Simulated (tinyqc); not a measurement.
Band gaps under pressure and temperature from deformation potentials: one step. Gaps at P and T. Two cases, with inputs chosen for the exercise.

Task: Give both shifts and the gaps.

Murnaghan: V/V0 = (1 + Bp P/B0)^(-1/Bp), B0 = (C11 + 2 C12)/3. Each gap moves by a ln(V/V0) with its volume potential a, and falls with temperature by aV T^2/(T + bV) (Varshni); the two effects are added. No change of phase is considered.

Give: pressure shifts; temperature shifts; gaps.

Case 1.

Values chosen (near those of GaAs, the X and L potentials typical of such crystals; not measured data): Eg = 1.531 eV (gap at Gamma to the s-like level at 0 K, 0 GPa); EgX = 1.973 eV (gap to X at 0 K, 0 GPa); EgL = 1.828 eV (gap to L at 0 K, 0 GPa); aG = -8.34 eV (volume potential of the Gamma gap); aX = 1.77 eV (volume potential of the X gap); aL = -3.61 eV (volume potential of the L gap); aV = (0.545, 0.465, 0.613) meV/K (Varshni alpha of Gamma, X, L); bV = (192, 210, 219) K (Varshni beta of Gamma, X, L); T = 500 K (temperature).

ln(V/V0) = -0.0626992

Result:

pressure shifts (eV): Gamma 0.5229, X -0.1110, L 0.2263

temperature shifts (eV): Gamma -0.1969, X -0.1637, L -0.2131

gaps (eV): Gamma 1.8570, X 1.6983, L 1.8412

The lowest valley is X (indirect gap), 143 meV below L; at 0 K and 0 GPa it is Gamma.

Case 2.

Values chosen (near those of InAs, the X and L potentials typical of such crystals; not measured data): Eg = 0.424 eV (gap at Gamma to the s-like level at 0 K, 0 GPa); EgX = 1.423 eV (gap to X at 0 K, 0 GPa); EgL = 1.124 eV (gap to L at 0 K, 0 GPa); aG = -6.12 eV (volume potential of the Gamma gap); aX = 1.35 eV (volume potential of the X gap); aL = -3.43 eV (volume potential of the L gap); aV = (0.273, 0.283, 0.283) meV/K (Varshni alpha of Gamma, X, L); bV = (96, 100, 88) K (Varshni beta of Gamma, X, L); T = 300 K (temperature).

ln(V/V0) = -0.0839887

Result:

pressure shifts (eV): Gamma 0.5140, X -0.1134, L 0.2881

temperature shifts (eV): Gamma -0.0620, X -0.0637, L -0.0656

gaps (eV): Gamma 0.8760, X 1.2459, L 1.3464

The lowest valley is Gamma (direct gap), 370 meV below X; at 0 K and 0 GPa it is Gamma.

Computed by tinyqc, one run a case: `OMP_NUM_THREADS=1 python tinyqc.py N N+1 out.jsonl` with N = 1081153, 1081503; one thread of a shared Intel(R) Xeon(R) Processor @ 2.30GHz, about 0.01 s a run at most.
